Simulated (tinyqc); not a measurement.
Worked calculation: FCI on RHF in the 3-21g basis, for H2, spin multiplicity 1. One step of it, computed by the program tinyqc.

Task: FCI: determinants and Hamiltonian. Slater-Condon rules over spin orbitals, with the nuclear repulsion added and E(HF) subtracted on the diagonal.

one-electron integrals over orbitals h = C^T H C (hartree), lower triangle:
```
           1          2         3         4
1  -1.072027
2   0.000000  -0.623215
3  -0.125099   0.000000  0.146154
4   0.000000   0.186569  0.000000  0.238287
```

Two-electron integrals over orbitals (pq|rs), unique and non-zero (hartree):
```
(11|11) 0.561540    (21|21) 0.119218    (22|11) 0.457581    (22|22) 0.424543
(31|11) 0.125099    (31|22) 0.074249    (31|31) 0.091826    (32|21) 0.021492
(32|32) 0.042216    (33|11) 0.521571    (33|22) 0.432513    (33|31) 0.124645
(33|33) 0.511987    (41|21) -0.078524   (41|32) -0.056474   (41|41) 0.101748
(42|11) -0.132547   (42|22) -0.077086   (42|31) -0.082172   (42|33) -0.128596
(42|42) 0.085107    (43|21) -0.134975   (43|32) -0.053336   (43|41) 0.125858
(43|43) 0.195849    (44|11) 0.565784    (44|22) 0.469202    (44|31) 0.165334
(44|33) 0.558244    (44|42) -0.161371   (44|44) 0.630999
```

nuclear repulsion = 0.50158977 hartree

Hartree-Fock energy = -1.08092388 hartree

Give: determinants; H - E(HF) between determinants.

Result:

Occupation strings over the orbitals (2 doubly, a alpha, b beta, 0 empty; spin orbitals ordered 1a 1b 2a 2b ...): 2000 ab00 a0b0 a00b ba00 b0a0 b00a 0200 0ab0 0a0b 0ba0 0020 00ab 0b0a 00ba 0002

H - E(HF) between determinants (hartree), lower triangle:
```
         2000     ab00     a0b0     a00b     ba00     b0a0     b00a     0200
2000   0.0000
ab00   0.0000   0.3449
a0b0   0.0000   0.0000   1.1782
a00b   0.0000   0.0540   0.0000   1.3146
ba00   0.0000  -0.1192   0.0000   0.0785   0.3449
b0a0   0.0000   0.0000  -0.0918   0.0000   0.0000   1.1782
b00a   0.0000   0.0785   0.0000  -0.1017   0.0540   0.0000   1.3146
0200   0.1192   0.0000   0.0215   0.0000   0.0000  -0.0215   0.0000   0.7606
0ab0   0.0000   0.0215   0.0000  -0.1350   0.0508   0.0000   0.0822   0.0000
0a0b  -0.0785   0.0000  -0.1350   0.0000   0.0000   0.0565   0.0000   0.1095
0ba0   0.0000   0.0508   0.0000   0.0822   0.0215   0.0000  -0.1350   0.0000
0020   0.0918   0.0000  -0.0005   0.0000   0.0000   0.0005   0.0000   0.0422
00ab   0.0000  -0.0822   0.0000   0.0402   0.0565   0.0000  -0.1259   0.0000
0b0a   0.0785   0.0000   0.0565   0.0000   0.0000  -0.1350   0.0000  -0.1095
00ba   0.0000   0.0565   0.0000  -0.1259  -0.0822   0.0000   0.0402   0.0000
0002   0.1017   0.0000   0.1259   0.0000   0.0000  -0.1259   0.0000   0.0851

         0ab0     0a0b     0ba0    0020     00ab     0b0a    00ba    0002
0ab0   1.5380
0a0b   0.0000   1.6668
0ba0  -0.0422   0.0000   1.5380
0020   0.0000  -0.0533   0.0000  2.3868
00ab  -0.0533   0.0000  -0.0580  0.0000   2.5252
0b0a   0.0000  -0.0851   0.0000  0.0533   0.0000   1.6668
00ba  -0.0580   0.0000  -0.0533  0.0000  -0.1958   0.0000  2.5252
0002   0.0000   0.0252   0.0000  0.1958   0.0000  -0.0252  0.0000  2.6901
```
